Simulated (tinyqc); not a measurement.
Worked calculation: charge neutrality of a doped semiconductor with incomplete ionisation. Computed by tinyqc, a small Python program that keeps every step. Command: `OMP_NUM_THREADS=1 python tinyqc.py 3031428 3031429 out.jsonl dopant walk`. One thread of a shared host (Intel(R) Xeon(R) Processor @ 2.30GHz), about 0.03 s of CPU time with the checks. Intermediate numbers are printed to about 7 digits and carried at full precision; extremes and crossings named in words are read from the listed rows.

Energies are counted from the top of the valence band; E_D is measured down from the conduction band and E_A up from the valence band.

Inputs (values chosen for the exercise, for a model semiconductor):
```
quantity                   value   unit
gap at 0 K E_g0             1.21     eV
Varshni alpha            0.00044   eV/K
Varshni beta                 201      K
electron mass m_e          0.095    m_0
valleys M_c                    1      -
hole mass m_h              0.614    m_0
donor density N_D        3.8e+15  cm^-3
acceptor density N_A     2.6e+14  cm^-3
donor depth E_D          0.00496     eV
acceptor depth E_A         0.051     eV
donor degeneracy g_D           2      -
acceptor degeneracy g_A        2      -
temperature T                300      K
iteration cap                 60      -
```

Doping: n-type, compensated. Statistics of the bands: Fermi-Dirac. Solver: bisection. Start of Newton steps: intrinsic level E_i.

ratios u of density to N: 0.017  0.051  0.15  0.45  1.3  4  12

Constants: m_0 = 9.1093837015e-31 kg; k_B = 1.380649e-23 J/K; h = 6.62607015e-34 J s; k_B = 8.617333262e-05 eV/K.

## Gap and effective densities of states

E_g = E_g0 - alpha T^2/(T + beta). N_c = 2 M_c (2 pi m_e k_B T/h^2)^(3/2) and N_v = 2 (2 pi m_h k_B T/h^2)^(3/2), masses in units of m_0. n_i = sqrt(N_c N_v) exp(-E_g/(2 k_B T)); E_i = E_g/2 + (k_B T/2) ln(N_v/N_c).

gap E_g = 1.130958 eV

N_c = 7.347802e+17 cm^-3

N_v = 1.207326e+19 cm^-3

k_B T = 0.02585200 eV

intrinsic density n_i = 9.426733e+08 cm^-3

intrinsic level E_i = 0.6016612 eV

## Charges at trial Fermi levels

n = N_c F_1/2((E_F - E_g)/k_B T), p = N_v F_1/2(-E_F/k_B T). F_1/2(eta) = (2/sqrt(pi)) int_0^infinity sqrt(x)/(1 + exp(x - eta)) dx, by the trapezoid rule in t = sqrt(x) with step 0.02 up to t = 12 (for eta < -12 by exp(eta) - exp(2 eta)/2^(3/2)). N_D+ = N_D/(1 + g_D exp((E_F - E_g + E_D)/k_B T)). N_A- = N_A/(1 + g_A exp((E_A - E_F)/k_B T)). Neutrality: p + N_D+ = n + N_A-; the log ratio is ln[(p + N_D+)/(n + N_A-)]. The last column is ln[(p + N_D+)/(n + N_A-)], which vanishes at neutrality; trial levels are the majority level plus multiples of k_B T, rounded to 0.1 meV.

Densities (cm^-3):
```
E_F (eV)             n             p          N_D+      N_A-  log ratio
0.9709    1.503093e+15  5.907754e+02  3.781244e+15  2.60e+14    0.76298
1.0484    2.971911e+16  2.947676e+01  3.456393e+15  2.60e+14   -2.16028
1.1001    2.021538e+17  3.989863e+00  2.190898e+15  2.60e+14   -4.52600
1.1519    1.020311e+18  5.379678e-01  5.894149e+14  2.60e+14   -7.45674
1.2036    3.043305e+18  7.281729e-02  9.213799e+13  2.60e+14  -10.40525
```

The log ratio changes sign between 0.9709 and 1.0484 eV.

## Solving for the Fermi level

Bisection of the log ratio between E = -0.3 and E_g + 0.3 eV; stop when |log ratio| < 1e-9.

Course of the iteration:
```
step   E_F (eV)      log ratio
1     0.5654790   2.682075e+00
2     0.9982186  -2.005317e-01
3     0.7818488   2.678220e+00
4     0.8900337   2.455992e+00
5     0.9441261   1.564121e+00
6     0.9711723   7.539496e-01
7     0.9846955   2.892607e-01
8     0.9914570   4.698376e-02
9     0.9948378  -7.617163e-02
...         ...            ...
27    0.9927508   4.047934e-07
28    0.9927508   1.701667e-07
29    0.9927508   5.285326e-08
30    0.9927508  -5.803468e-09
31    0.9927508   2.352488e-08
32    0.9927508   8.860713e-09
33    0.9927508   1.528635e-09
34    0.9927508  -2.137445e-09
35    0.9927508  -3.044131e-10
```

Fermi level E_F (last iterate) = 0.9927508 eV

converged (1 yes, 0 no) = 1

steps = 35

Converged in 35 steps.

## Densities at the solution

The formulas are those given above.

majority density n = 3.496612e+15 cm^-3

minority density p = 253.7139 cm^-3

ionised share of the donors = 0.9885821

distance of E_F from the majority band edge = 0.1382072 eV

n is 98.8 % of the net doping; n p / n_i^2 = 0.9983.

## The closed form for the extrinsic range

With Boltzmann statistics, no holes and every acceptor ionised, n (n + N_A) = n1 (N_D - N_A - n) with n1 = (N_c/g_D) exp(-E_D/k_B T). Take the positive root.

n1 = 3.032516e+17 cm^-3

n from the quadratic = 3.496683e+15 cm^-3

Against the full solution, 3.4966e15 cm^-3, the quadratic is off by 0.0020 %.

## Carrier density against temperature

Neutrality is solved by bisection at each T. The last column is -k_B d ln(n T^-3/2)/d(1/T) from this row and the one above; it turns negative as ionisation nears completion, when the density grows more slowly than that power of T.

Against temperature:
```
T (K)     n (cm^-3)  E_F from the band edge (eV)  ionised share  activation energy (eV)
5.2    1.778166e+11                    0.0041008      0.0684678                       -
8.2    1.872305e+13                    0.0036575      0.0733482              0.00486684
13.0   2.512374e+14                    0.0036512      0.1345362              0.00364653
19.0   7.570931e+14                    0.0044469      0.2676561              0.00189383
29.0   1.578476e+15                    0.0065303      0.4838096              0.00047692
300.0  3.496612e+15                    0.1382072      0.9885821             -0.00749541
600.0  3.587763e+15                    0.3288970      0.9962118             -0.05242715
```

Between the two coldest rows the activation energy is 0.00487 eV, 0.98 of the dopant depth: with compensation E_F is pinned at the level and the full depth shows. The density is within 10 % of the net doping from 300 K to 600 K.

## Reduced Fermi level from a carrier density

For u = density/N of the majority band, eta solves F_1/2(eta) = u (bisection). Boltzmann: ln u. Joyce-Dixon: ln u + u/sqrt(8) - 4.95009e-3 u^2 + 1.48386e-4 u^3 - 4.42563e-6 u^4. Degenerate limit: (3 sqrt(pi) u/4)^(2/3). The last column is (eta - ln u) k_B T.

Eta by four rules:
```
u      density (cm^-3)      exact  Boltzmann  Joyce-Dixon  degenerate  Boltzmann error (meV)
0.017     1.249126e+16  -4.068533  -4.074542    -4.068533    0.079933           1.553441e-01
0.051     3.747379e+16  -2.957911  -2.975930    -2.957911    0.166266           4.658108e-01
0.15      1.102170e+17  -1.844198  -1.897120    -1.844198    0.341312           1.368143e+00
0.45      3.306511e+17  -0.640398  -0.798508    -0.640398    0.709958           4.087459e+00
1.3       9.552142e+17   0.713932   0.262364     0.713931    1.440079           1.167392e+01
4         2.939121e+18   2.729770   1.386294     2.729670    3.046474           3.473153e+01
12        8.817362e+18   6.201147   2.484907     6.179376    6.336921           9.607225e+01
```

Boltzmann statistics place E_F within 1 meV of the exact value up to u = 0.0510 of those listed and miss by 96.1 meV at u = 12. Joyce-Dixon stays within 0.01 in eta up to u = 4.00; the degenerate limit is still 2.2 % high at the last u. A parabolic band is assumed throughout.

Checks made by the program: neutrality at the solution (relative difference 3e-10).
